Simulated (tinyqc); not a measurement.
Worked calculation: Monte Carlo simulation of one carrier in a uniform electric field. Computed by tinyqc, a small Python program that keeps every step. Command: `OMP_NUM_THREADS=1 python tinyqc.py 3019733 3019734 out.jsonl mcfl walk`. One thread of a shared host (Intel(R) Xeon(R) Processor @ 2.30GHz), about 3 s of CPU time with the checks. Intermediate numbers are printed to about 5 digits and carried at full precision; extremes and crossings named in words are read from the listed rows.

The force e F acts along +z. Flights end at the constant total rate Gamma; the part of Gamma that the real rates do not fill is self-scattering, which leaves k unchanged. One valley, no impurities and no intervalley scattering.

Inputs (values chosen for the exercise, modelled on InAs): effective mass m = 0.0232 m_0; non-parabolicity alpha = 2.1 1/eV; static permittivity eps_s = 15.1; high-frequency permittivity eps_inf = 12.3; density rho = 5680 kg/m^3; sound velocity v_l = 4280 m/s; acoustic deformation potential D_A = 6 eV; optical phonon energy hbar w = 29.1 meV; lattice temperature T = 200 K; electric field F = 0.058 kV/cm; energy E_max up to which Gamma must cover the rates = 0.4 eV; seed of the random numbers = 82059.

Crystal: polar. Band: Kane.

starting wave vector (1/nm): [0.29, -0.051, -0.055]

Constants: k_B = 1.380649e-23 J/K; e = 1.602176634e-19 C; hbar = 1.054571817e-34 J s; m_0 = 9.1093837015e-31 kg; hbar = 6.582119569e-16 eV s; eps_0 = 8.8541878128e-12 F/m; k_B = 8.617333262e-05 eV/K.

## Total rate Gamma

Kane band: hbar^2 k^2/(2 m) = E (1 + alpha E), speed v = hbar k/(m (1 + 2 alpha E)), states per spin, volume and energy g(E) = m k (1 + 2 alpha E)/(2 pi^2 hbar^2); overlap factors are set to 1. Masses are multiplied by m_0 and all formulas are in SI units. Phonon occupation N_q = 1/(exp(hbar w/(k_B T)) - 1). Acoustic deformation potential (elastic, equipartition, absorption and emission together): 1/tau = 2 pi k_B T D_A^2 g(E)/(hbar rho v_l^2). Polar optical, unscreened: W = e^2 w (1/eps_inf - 1/eps_s) m (1 + 2 alpha E') ln|(k + k')/(k - k')| / (4 pi eps_0 hbar^2 k), times N_q for absorption (E' = E + hbar w) and N_q + 1 for emission (E' = E - hbar w > 0), with alpha = 0 for a parabolic band; mean cosine of the angle <cos> = (k^2 + k'^2)/(2 k k') - 1/ln|(k + k')/(k - k')|. Gamma is 1.05 times the largest total rate on the grid E = (j + 1/2) E_max/400, j = 0..399.

largest total rate = 6.1963 1e12/s

energy of the largest rate = 399.5 meV

Gamma = 6.5061 1e12/s

## Flight 1

Random numbers (0.02 to 0.98, from up to 60 sets tried for early real events), one row a flight, columns r1, r2, r3, r4:
```
[[0.0581, 0.5609, 0.2073, 0.1743],
 [0.2552, 0.7179, 0.8092, 0.8526],
 [0.5267, 0.1945, 0.5958, 0.0906],
 [0.8643, 0.5924, 0.6934, 0.2173],
 [0.0338, 0.4228, 0.6421, 0.8967],
 [0.6683, 0.2423, 0.9169, 0.7201],
 [0.2059, 0.4580, 0.3452, 0.3989]]
```

Flight: t = -ln(r1)/Gamma; k_z grows by e F t/hbar; E follows from the band; dz = (E_end - E_start)/(e F). Use row 1 of the random numbers.

flight time t = 437.37 fs

k at the end of the flight (1/nm): [0.29000, -0.05100, -0.05115]

energy at the end = 117.62 meV

displacement dz = -77.481 nm

## Scattering event 1

Choice: with cumulative rates in the order acoustic, absorption, emission, the process is the first whose sum exceeds r2 Gamma; if none, self-scattering. Final state: E' = E, E + hbar w or E - hbar w gives k'. Isotropic processes: cos(theta) = 1 - 2 r3 from the z axis, phi = 2 pi r4, k' (sin theta cos phi, sin theta sin phi, cos theta). Polar processes: cos(b) = [1 + xi - (1 + 2 xi)^r3]/xi, xi = 2 k k'/(k - k')^2, b from the old direction n; new direction cos b n + sin b (cos phi e1 + sin phi e2), e1 = (z x n)/|z x n|, e2 = n x e1.

cumulative rates (1e12/s): acoustic 0.0628, absorption 1.0305, emission 5.1173

r2 Gamma = 3.6493 1e12/s

Process chosen: emission

k after event 1, the start of the next flight (1/nm): [0.25208, -0.01809, 0.00726]

## Flight 2

Use row 2 of the random numbers.

flight time t = 209.91 fs

k at the end of the flight (1/nm): [0.25208, -0.01809, 0.00911]

energy at the end = 88.561 meV

displacement dz = 6.2488 nm

## Scattering event 2

The formulas are those given above.

cumulative rates (1e12/s): acoustic 0.0488, absorption 1.0211, emission 4.8936

r2 Gamma = 4.6707 1e12/s

Process chosen: emission

k after event 2, the start of the next flight (1/nm): [0.04370, 0.11715, -0.15841]

## All printed flights

Drift estimate: sum dz / sum t.

Flights:
```
flight  t (fs)  E at the end (meV)  dz (nm)          process  k_x (1/nm)  k_y (1/nm)  k_z (1/nm)
1       437.37              117.62  -77.481         emission     0.25208    -0.01809     0.00726
2       209.91               88.56    6.249         emission     0.04370     0.11715    -0.15841
3        98.54               59.10  -62.197         emission    -0.05822     0.12490    -0.02071
4        22.42               29.99   -2.048  self-scattering    -0.05822     0.12490    -0.02052
5       520.63               29.74  -42.065  self-scattering    -0.05822     0.12490    -0.01593
6        61.94               29.72   -4.302         emission     0.00900    -0.01402    -0.00999
7       242.91                0.56  -10.790  self-scattering     0.00900    -0.01402    -0.00785
```

drift estimate from these flights = -1.2087e+05 m/s

3 of the 7 flights end in self-scattering. So few flights say little about the drift velocity: the estimate is noise at this length.

## Low-field mobility from the linear Boltzmann equation

On the grid E_j = (j + 1/2) hbar w/12 up to 20 k_B T + 2 hbar w, solve (sum of rates) l(E) = v(E) + W_abs <cos> l(E + hbar w) + W_em <cos> l(E - hbar w); mu_0 = e sum g v l exp(-E/k_B T)/(3 k_B T sum g exp(-E/k_B T)).

low-field mobility mu_0 = 52823 cm^2/(V s)

## Long runs: velocity against field

Each row: 250 carriers from a thermal start, 1600 flights each, the first half discarded, random numbers not printed; the error is the standard error over ten groups; the mean energy is taken at the ends of flights, which sample time evenly. Fields at which more than 0.02 % of the events exceed Gamma are left out.

Monte Carlo results:
```
F (kV/cm)  drift velocity (1e5 m/s)  error (1e5 m/s)  mu_0 F (1e5 m/s)  mean energy (meV)  real events (%)
0.015                        0.0659            0.022            0.0792               28.4             31.9
0.029                        0.1490            0.026            0.1532               28.1             31.9
0.058                        0.2990            0.031            0.3064               28.3             32.0
0.120                        0.5940            0.030            0.6339               28.6             32.2
0.230                        1.0600            0.022            1.2149               29.5             33.1
```

At the lowest field the drift velocity is 0.83 +/- 0.28 of the ohmic value mu_0 F, at the highest 0.87 +/- 0.02. The mean energy goes from 28 to 30 meV against the parabolic-band thermal value 3 k_B T/2 = 26 meV: the curve ends near the ohmic line. Only 32 to 33 % of the events are real; the rest is the price of a constant Gamma.

Checks made by the program: energy gained in the printed flights against e F dz (relative difference 6e-09).
